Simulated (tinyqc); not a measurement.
## Hole mobility in a silicon inversion layer, empirical terms and Matthiessen rule: effect of the charge at the interface

Inversion layer of sheet density Ns on a uniformly doped body, under a high-permittivity gate with an interlayer. The mobility terms are empirical power laws with prefactors chosen for the exercise; adding their inverses (Matthiessen) is itself an approximation.

ni = sqrt(Nc Nv) exp(-Eg/(2 Vt)), Eg in volts; Ndep = sqrt(2 eps0 eps_r Nb (2 Vt ln(Nb/ni) + Vsb)/q); E = q (Ndep + eta Ns)/(eps0 eps_r), in MV/cm. With t = T/(300 K): muC = Ac (Ns/1e12 cm^-2) t/(Nb/1e17 cm^-3 + Nit/1e11 cm^-2), muP = Ap E^(-1/3) t^(-1.75), muS = As E^(-gs), muR = Ar exp(2 ti/lr)/t; 1/mu is the sum of the inverses.

Values chosen for this exercise; material values close to those of silicon:
- T = 300 K (temperature)
- Eg = 1.13 eV (band gap)
- eps_r = 11.7 (relative permittivity of the semiconductor)
- Nc = 2.78e19 cm^-3 (conduction-band density of states at T)
- Nv = 2.66e19 cm^-3 (valence-band density of states at T)
- Nb = 9.4e16 cm^-3 (body doping)
- Vsb = 0.6 V (reverse body bias)
- eta = 0.3333 (weight of the inversion charge in the effective field)
- Ap = 123 cm^2/(V s) (phonon-limited mobility at 1 MV/cm and 300 K)
- As = 287 cm^2/(V s) (roughness-limited mobility at 1 MV/cm)
- gs = 1 (exponent of the roughness term)
- Ac = 830 cm^2/(V s) (Coulomb prefactor)
- Ar = 340 cm^2/(V s) (remote-phonon mobility without interlayer)
- ti = 0.8 nm (interlayer thickness)
- lr = 0.7 nm (decay length of remote phonons)
- Ns = 7.1e11 cm^-2 (inversion density)

Constants: q = 1.602176634e-19 C, kB = 1.380649e-23 J/K, Vt = kB T/q, eps0 = 8.8541878128e-14 F/cm where lengths are in cm. Results are converted to the units shown.

The same in every row: E (MV/cm) = 0.24100; muP (cm^2/(V s)) = 197.65; muS (cm^2/(V s)) = 1190.9; muR (cm^2/(V s)) = 3343.1.

Effect of the charge at the interface:
```
Nit (cm^-2)  muC (cm^2/(V s))  mu (cm^2/(V s))
1e10                   566.63           125.58
3.2e10                 467.70           119.96
1e11                   303.76           105.37
3.2e11                 142.34           75.622
1e12                   53.867           40.383
3.2e12                 17.890           16.104
1e13                   5.8381           5.6342
```

Read the table: what changes, and by how much?

As Nit goes from 1e10 to 1e13 cm^-2, E stays at 0.241 MV/cm and mu falls from 126 to 5.63 cm^2/(V s). The smallest term is the phonon one in the first row and the Coulomb one in the last.

Computed by the program tinyqc: `OMP_NUM_THREADS=1 python tinyqc.py 2510044 2510045 out.jsonl`, one thread of a shared Intel Xeon 2.30GHz, about 0.01 s for the whole run.
